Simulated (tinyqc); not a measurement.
Inside a calculation. Model: pair-potential crystal by lattice sums. Computed by tinyqc, a small Python program that keeps every step. Command: `OMP_NUM_THREADS=1 python tinyqc.py 3008089 3008090 out.jsonl pairsum walk`. One thread of a shared host (Intel(R) Xeon(R) Processor @ 2.30GHz), about 0.02 s of CPU time with the checks. Intermediate numbers are printed to about 7 digits and carried at full precision; extremes and crossings named in words are read from the listed rows.

Energy per atom E = (1/2) sum over neighbours of phi(r); d is the nearest-neighbour distance.

Inputs (values chosen for the exercise, for model atoms):
```
quantity                        value      unit
well depth eps                 0.0838        eV
pair minimum r0                  2.79  angstrom
cut-off r_c/r0                   2.06         -
trial neighbour distance d/r0   0.979         -
repulsive exponent n               10         -
attractive exponent m               6         -
```

Potential: Mie n-m. Structure: fcc.

Constants: 1 eV/angstrom^3 = 160.2176634 GPa.

## Shell sums at the trial distance

phi0(r) = eps [m (r0/r)^n - n (r0/r)^m]/(n - m); shifted-force cut-off: phi(r) = phi0(r) - phi0(r_c) - (r - r_c) phi0'(r_c) for r < r_c, zero beyond. Shells (distance in units of d, count): fcc 1.0000 (12), 1.4142 (6), 1.7321 (24), 2.0000 (12), 2.2361 (24), 2.4495 (8), 2.6458 (48), 2.8284 (6), 3.0000 (36), 3.1623 (24); hcp 1.0000 (12), 1.4142 (6), 1.6330 (2), 1.7321 (18), 1.9149 (12), 2.0000 (6), 2.2361 (12), 2.3805 (12), 2.4495 (6), 2.5166 (6), 2.5820 (12), 2.6458 (24), 2.7080 (6), 2.8868 (12), 3.0000 (12), 3.1091 (24), 3.1623 (12); bcc 1.0000 (8), 1.1547 (6), 1.6330 (12), 1.9149 (24), 2.0000 (8), 2.3094 (6), 2.5166 (24), 2.5820 (24), 2.8284 (24), 3.0000 (32); sc 1.0000 (6), 1.4142 (12), 1.7321 (8), 2.0000 (6), 2.2361 (24), 2.4495 (24), 2.8284 (12), 3.0000 (30), 3.1623 (24); diamond 1.0000 (4), 1.6330 (12), 1.9149 (12), 2.3094 (6), 2.5166 (12), 2.8284 (24), 3.0000 (16). Volumes per atom in d^3: fcc 0.70711, hcp 0.70711, bcc 0.76980, sc 1.00000, diamond 1.53960; hcp has the ideal c/a. Every shell inside the cut-off is summed. List each shell within the cut-off.

Shells:
```
shell  count  r (angstrom)     phi (eV)  phi' (eV/angstrom)  phi'' (eV/angstrom^2)
1         12      2.731410  -0.07172829         -0.04901539              0.9519753
2          6      3.862797  -0.01714278          0.03092404             -0.0479174
3         24      4.730941  -0.00277580          0.00712212             -0.0133944
4         12      5.462820  -0.00014687          0.00110274             -0.0046732
```

## Energy and virial pressure

E = (1/2) sum count x phi; P = -(1/(6 Omega)) sum count x r phi', Omega = 0.707107 d^3.

energy at the trial distance = -0.5159889 eV/atom

pressure at the trial distance = 0.01649536 GPa

The pressure is positive, so the lattice wants to expand.

## Equilibrium

Equilibrium: dE/dd = 0 at the lowest minimum with d between 0.78 r0 and 1.45 r0; B = d^2 E''(d)/(9 Omega). Unrelaxed vacancy: removing an atom breaks its bonds (2|E|) and placing it on the surface returns |E|, so E_v = |E|.

equilibrium distance d = 2.731748 angstrom

energy per atom = -0.5159892 eV

bulk modulus B = 44.40502 GPa

unrelaxed vacancy energy = 0.5159892 eV

d is 2.1 % shorter than r0, because further shells pull and the first shell must push back.

## Elastic constants

At zero stress C_ijkl = (1/(2 Omega)) sum (phi'' - phi'/r) R_i R_j R_k R_l / r^2 over all neighbours, on cube axes; so C44 = C12 (Cauchy relation). C' = (C11 - C12)/2.

C11 = 61.97208 GPa

C12 = C44 = 35.62148 GPa

C' = 13.17530 GPa

C' and C44 are positive: the structure is stable against homogeneous shear.

## Ranking of structures

The formulas are those given above.

Each structure at its own equilibrium:
```
structure  neighbours  d (angstrom)  E (eV/atom)  volume (angstrom^3)   B (GPa)
fcc                12      2.731748   -0.5159892             14.41474  44.40502
hcp                12      2.731184   -0.5157546             14.40581  44.41683
bcc                 8      2.672757   -0.4943631             14.69794  41.74840
sc                  6      2.667455   -0.3355103             18.97978  22.54317
diamond             4      2.704515   -0.1789209             30.45625   7.54180
```

The order is fcc < hcp < bcc < sc < diamond; fcc lies 0.23 meV below hcp. fcc (-0.515989 eV) and hcp (-0.515755 eV) share two shells and differ from the third on. Pair forces reward the number of bonds: diamond reaches only 35 % of the best binding. Caution: each structure is relaxed in d alone and may be unstable against shear; the tiny fcc-hcp difference depends on the cut-off.

Checks made by the program: virial pressure against -dE/dV (relative difference 3e-06); (C11 + 2 C12)/3 against the curvature of E(d) (relative difference below 1e-10).
